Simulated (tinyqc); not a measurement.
Thermophotovoltaic cell, detailed-balance limit: one step of the calculation.

Every photon above the gap Eg makes one pair and none below is absorbed; carriers thermalise at T and move without loss. Jsc = q F Phi(Eg, Ts); the dark current is J0 = q ge Phi(Eg, T)/ERE with the Boltzmann factor exp(V/Vt). Photons below the gap return to the emitter with reflectance Rf, and the efficiency is the electrical power over the radiant power not returned (luminescence back to the emitter is not credited).

Problem. Voltages, fill factor and efficiency. Voc = Vt ln(1 + Jsc/J0), Vmp = v Vt, Jmp = Jsc - J0 (exp(v) - 1), FF = Vmp Jmp/(Voc Jsc), efficiency Vmp Jmp/Pab.

Inputs (values chosen for the exercise): cell temperature T = 280 K; external radiative efficiency ERE = 0.01; band gap Eg = 0.92 eV.

Constants: q = 1.602176634e-19 C, kB = 1.380649e-23 J/K, Vt = kB T/q. Results are converted to the units shown.

v = 21.187632
Jsc = 66.378875 mA/cm^2
J0 = 1.8803881e-9 mA/cm^2
Pab = 714.00835 mW/cm^2

Wanted: Voc; Eg/q - Voc; Vmp; Jmp; FF; efficiency.

Solution.

Voc = 0.58601 V
Eg/q - Voc = 0.33399 V
Vmp = 0.51123 V
Jmp = 63.387 mA/cm^2
FF = 0.83306
efficiency = 4.5385 %

Of the voltage deficit, Vt ln(1/ERE) = 111 mV is due to non-radiative recombination.

Program tinyqc, `OMP_NUM_THREADS=1 python tinyqc.py 2820115 2820116 out.jsonl`; Intel Xeon 2.30GHz, shared host, one thread, about 0.01 s.
